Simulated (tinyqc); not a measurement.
A ladder of methods, and size consistency: correlation methods against full CI in the 3-21g basis, for H2, spin multiplicity 1. Computed by the program tinyqc with PySCF. All electrons correlated; +Q is the Davidson correction (1 - c0^2) E_corr. The last columns treat two copies 100 angstrom apart as one system. FCI is the lowest singlet.

Geometry (angstrom):

| atom | x | y | z |
|---|---|---|---|
| H | 0.0000 | 0.0000 | 0.0000 |
| H | 0.0000 | 0.0000 | 0.9370 |

RHF energy of one = -1.102497 hartree

Correlation energies (hartree):

| method | E_corr of one | share of FCI (%) | E_corr of two at 100 angstrom | two minus twice one (mhartree) |
|---|---|---|---|---|
| MP2 | -0.019380 | 64.9708 | -0.038759 | 0.0000 |
| CISD | -0.029828 | 100.0000 | -0.058292 | 1.3647 |
| CISD+Q | -0.030546 | 102.4050 | -0.060890 | 0.2018 |
| CCSD | -0.029828 | 100.0000 | -0.059657 | 0.0000 |
| CCSD(T) | -0.029828 | 100.0000 | -0.059657 | 0.0000 |
| FCI | -0.029828 | 100.0000 | - | - |

What does the comparison show, and why?

MP2 recovers 65 %, CISD 100.0 % and CCSD 100.0 % of the FCI value (c0^2 = 0.976 in CISD). MP2 and coupled cluster are size consistent, so their last column vanishes; CISD loses 1.36 mhartree, since a double excitation on each copy is a quadruple of the pair, and the Davidson correction leaves +0.20. With two electrons, or one virtual orbital, CISD and CCSD are exact for one copy, so +Q overshoots there.
